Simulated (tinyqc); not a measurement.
# From one set of inputs to another, one input at a time

Model: ion-assisted plasma etching: sheath, surface coverage, synergy and aspect-ratio dependence. Computed by tinyqc, a small Python program. Command: `OMP_NUM_THREADS=1 python tinyqc.py 3005560 3005561 out.jsonl etch ladder`. One thread of a shared host (Intel(R) Xeon(R) Processor @ 2.30GHz), about 0.02 s of CPU time with the checks.

Radicals adsorb on bare sites; ions remove covered sites with a high yield and bare sites by sputtering; a slow spontaneous reaction acts everywhere, walls included.

The inputs printed are set A. Set A is close to those used for silicon dioxide in a fluorocarbon plasma; the values taken over come from a set close to those used for silicon in a halogen plasma. Inputs not listed in the table keep their values of set A, so the rows need not describe a real material.

Inputs (values chosen for the exercise, close to those used for silicon dioxide in a fluorocarbon plasma):
```
quantity                                value       unit
plasma density n_e                    1.6e+11     1/cm^3
electron temperature T_e                    5         eV
ion mass M_i                               50          u
sheath voltage V                           54          V
radical density n                     5.7e+12     1/cm^3
radical mass M_n                           50          u
gas temperature T_g                       500          K
sticking coefficient s                   0.23          -
radicals per removed unit x                 3          -
yield slope b                            0.39  eV^(-1/2)
threshold E_th                            4.6         eV
sputter slope b_p                       0.015  eV^(-1/2)
sputter threshold E_p                      29         eV
spontaneous reaction probability k_c    5e-06          -
solid density N                       2.2e+22     1/cm^3
ion temperature T_i                       0.5         eV
aspect ratio A                             34          -
```

Feature: round hole.

Constants: e = 1.602176634e-19 C; u = 1.6605390666e-27 kg; k_B = 1.380649e-23 J/K; eps_0 = 8.8541878128e-12 F/m.

Method:
- Bohm speed u_B = sqrt(e T_e/M_i); ion flux G_i = 0.61 n_e u_B; radical flux G_n = n c/4 with c = sqrt(8 k_B T_g/(pi M_n)).
- Debye length lambda_D = sqrt(eps_0 T_e/(e n_s)) with n_s = 0.61 n_e, T_e in volts; Child-law sheath d = (sqrt2/3) lambda_D (2 V/T_e)^(3/4); ion energy E = V + T_e/2; angular spread = arctan(sqrt(T_i/E)).
- Yields: Y = b (sqrt(E) - sqrt(E_th)) on covered sites, Y_p = b_p (sqrt(E) - sqrt(E_p)) on bare ones (zero below threshold).
- Steady coverage: s G_n (1 - theta) = x Y G_i theta; removal flux = Y G_i theta + Y_p G_i (1 - theta) + k_c G_n; rate = flux/N, 1 cm/s = 6e8 nm/min.
- Lateral rate = k_c G_n/N; anisotropy = 1 - lateral/vertical; synergy = vertical/(ions alone + radicals alone), with ions alone Y_p G_i/N and radicals alone the lateral rate.
- Transmission of a round hole: K = 1/(1 + 3A/4), walls that scatter diffusely without loss. With a loss probability S = s (1 - theta) at the floor, G_b/G_n = K/(K + S - K S); theta follows G_b, and the two are solved together. Ions are taken to reach the floor unshadowed; G_b replaces G_n in every term of the rate; A is depth over diameter.

Each row keeps all changes above it:
```
input moved                              from       to  vertical rate (nm/min)  floor rate over open-field rate  sheath thickness (um)
set A                                       -        -                  151.55                          0.30399                  251.3
aspect ratio A                             34      1.8                  151.55                          0.82391                  251.3
ion mass M_i (u)                           50       71                  145.56                          0.82276                  251.3
spontaneous reaction probability k_c    5e-06  1.2e-05                  145.58                          0.82275                  251.3
plasma density n_e (1/cm^3)           1.6e+11  6.7e+10                  119.50                          0.83674                  388.4
sheath voltage V (V)                       54      380                  185.97                          0.85573                 1677.9
sticking coefficient s                   0.23     0.37                  253.96                          0.77713                 1677.9
radical density n (1/cm^3)            5.7e+12  6.1e+12                  266.00                          0.77582                 1677.9
```

Where does the difference come from?

Vertical rate goes from 152 to 266, a factor 1.76 in all. The largest single move comes from sheath voltage V (a factor 1.56), and plasma density n_e works against it (a factor 0.821). Floor rate over open-field rate goes from 0.304 to 0.776, a factor 2.55 in all. The largest single move comes from aspect ratio A (a factor 2.71). Sheath thickness goes from 251 to 1680, a factor 6.68 in all. The largest single move comes from sheath voltage V (a factor 4.32). The single moves hold for this order of the switches; the total does not depend on the order.

Caution (rows set A): at this aspect ratio many ions strike the walls, so ion shadowing, left out here, adds to the lag.

Extremes, crossings and ranges named in words are read from the listed rows.
